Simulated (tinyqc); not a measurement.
Inside a calculation. Model: precursor delivery by bubblers, mass-transport growth and the solid composition of a III-V alloy. Computed by tinyqc, a small Python program that keeps every step. Command: `OMP_NUM_THREADS=1 python tinyqc.py 3029566 3029567 out.jsonl movpe_thermo walk`. One thread of a shared host (Intel(R) Xeon(R) Processor @ 2.30GHz), about 0.01 s of CPU time with the checks. Intermediate numbers are printed to about 5 digits and carried at full precision; extremes and crossings named in words are read from the listed rows.

1 sccm = 44.615 micromol/min; 1 torr = 133.322 Pa. The sources decompose fully at the surface.

Inputs (values chosen for the exercise, modelled on triethylgallium (source 1) and trimethylindium (source 2) for the vapour pressures):
```
quantity                                                                                                  value        unit
bath temperature T1                                                                                         287           K
bath temperature T2                                                                                         290           K
bubbler pressure p_b                                                                                       1400        torr
carrier flow F1                                                                                             160        sccm
carrier flow F2                                                                                             180        sccm
total flow F_t                                                                                              4.8         slm
group-V flow F_V                                                                                            100        sccm
reactor pressure p                                                                                          200        torr
growth temperature T                                                                                       1020           K
diffusivity at 273 K and 760 torr                                                                          0.49      cm^2/s
flow cross-section A                                                                                         74        cm^2
distance from the leading edge z                                                                            3.4          cm
lattice constant a                                                                                         5.93    angstrom
interaction L0 of the solid                                                                                21.9      kJ/mol
log10 of p_B,eq over pure BC at 1000 K and 1 torr of group V (exaggerated: liquid indium has about -4.1)   -1.8  log10 torr
enthalpy of that equilibrium H                                                                              361      kJ/mol
```

Alloy: mixing on the group-III sites, with desorption of B.

constants a, b of source 1 (log10 torr, K): 8.102  2162

constants a, b of source 2 (log10 torr, K): 10.49  3014

Constants: k_B = 1.380649e-23 J/K; R = 8.314462618 J/(mol K).

## Bubblers

log10 p_v = a - b/T_bath; molar flow = F x 44.615 x p_v/(p_b - p_v) for a saturated bubbler.

vapour pressure 1 = 3.7059 torr

molar flow 1 = 18.946 micromol/min

vapour pressure 2 = 1.2500 torr

molar flow 2 = 7.1765 micromol/min

One kelvin of bath error changes flow 1 by 6.1 % and flow 2 by 8.3 %.

## Partial pressures in the reactor

p_i = p n_i/(44615 F_t), F_t in slm; p_V = p F_V/(1000 F_t), counted per molecule supplied; V/III = 44.615 F_V/(n1 + n2); vapour fraction of source 2 = n2/(n1 + n2).

p_1 = 0.017694 torr

p_2 = 0.0067022 torr

p_V = 4.1667 torr

V/III ratio = 170.79

vapour fraction of source 2 = 0.27472

## Mass transport

Mean velocity u = (F_t/A)(760/p)(T/273); D = D0 (T/273)^1.75 (760/p); boundary layer delta = sqrt(pi D z/u); flux = D dp/(delta k_B T); growth rate = flux x a^3/4.

velocity u = 15.349 cm/s

D = 18.696 cm^2/s

boundary layer delta = 3.6070 cm

growth rate per torr of group III = 92.092 micrometre/(h torr)

Caution: the boundary layer is a quarter or more of the root of the cross-section, so it fills much of the channel and depletion along the flow matters.

## Solid composition

A sticks fully. B desorbs: its surface pressure is p_B* = x gamma_B K/sqrt(p_V), ln gamma_B = L0 (1 - x)^2/(R T), K = 10^(log10 K at 1000 K) exp[-(H/R)(1/T - 1/1000)], p_V in torr. With equal diffusivities x = (p_2 - p_B*)/(p_1 + p_2 - p_B*). Growth rate = rate per torr x p_1/(1 - x).

K/sqrt(p_V) = 0.018190 torr

solid fraction x = 0.029785

share of B incorporated, 1 - p_B*/p_2 = 0.081048

growth rate = 1.6795 micrometre/h

Only 8 % of the B supplied is built in; more group V or a lower T would raise it.

## Incorporation against temperature

A sticks fully. B desorbs: its surface pressure is p_B* = x gamma_B K/sqrt(p_V), ln gamma_B = L0 (1 - x)^2/(R T), K = 10^(log10 K at 1000 K) exp[-(H/R)(1/T - 1/1000)], p_V in torr. With equal diffusivities x = (p_2 - p_B*)/(p_1 + p_2 - p_B*).

At fixed flows:
```
T (K)  K/sqrt(p_V) (torr)        x  share of B incorporated, 1 - p_B*/p_2
879            1.9697e-05  0.27394                                0.99609
915            1.3754e-04  0.26956                                0.97430
947            6.8358e-04  0.24959                                0.87810
970            2.0273e-03  0.19909                                0.65627
997            6.8134e-03  0.08106                                0.23289
1022           1.9770e-02  0.02741                                0.07439
1052           6.6400e-02  0.00842                                0.02240
1095           3.3577e-01  0.00181                                0.00478
```

x equals the vapour fraction 0.275 while gamma_B K/sqrt(p_V) is small against p_1 + p_2 = 0.024 torr and falls once it is not. Between the last rows the apparent energy R d ln x/d(1/T) is 343 kJ/mol, against H = 361. Caution: rows with 2 L0 x (1 - x) > R T lie inside the spinodal of the bulk alloy.

Checks made by the program: the sensitivity to the bath against a difference (relative difference below 1e-10).
